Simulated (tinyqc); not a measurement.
Heisenberg spin cluster by exact diagonalisation: multiplets, susceptibility, level crossings: one step, computed by the program tinyqc. Command: `OMP_NUM_THREADS=1 python tinyqc.py 3008690 3008691 out.jsonl spincl walk`. One thread of a shared host (Intel(R) Xeon(R) Processor @ 2.30GHz), about 0.01 s of CPU time with the checks.

H = J1 sum S_i.S_j over the bonds 1-2, 2-3 + J2 sum over 1-3 - g mu_B B S_z; J > 0 is antiferromagnetic.

Problem. Thermal averages at zero field. Z = sum k (2S + 1) exp(-E/(k_B T)) over the table, k the number of multiplets; <S^2> likewise with the factor S (S + 1); chi T = N_A g^2 mu_B^2 <S^2>/(3 k_B) = 0.125049 g^2 <S^2> cm^3 K/mol (cgs, per mole of clusters); C = (<E^2> - <E>^2)/(k_B T)^2; entropy = ln Z + <E>/(k_B T).

Inputs (values chosen for the exercise, for a model cluster): g factor = 2.05; temperature T = 49 K.

Cluster: triangle, two J1 bonds and one J2 bond. Spin s of each site: 0.5.

Levels at B = 0:
```
E (meV),total S,number of multiplets
-5.73,0.5,1
-1.35,0.5,1
3.54,1.5,1
```

Constants: k_B = 8.617333262e-05 eV/K.

Give: <S^2>; chi T; heat capacity; entropy.

Solution.

<S^2> = 1.174

chi T = 0.6167 cm^3 K/mol

heat capacity = 0.6273 k_B

entropy = 1.692 k_B

Free spins would give <S^2> = 2.25 and the entropy 2.079 k_B; chi T is 52 % of the free value.
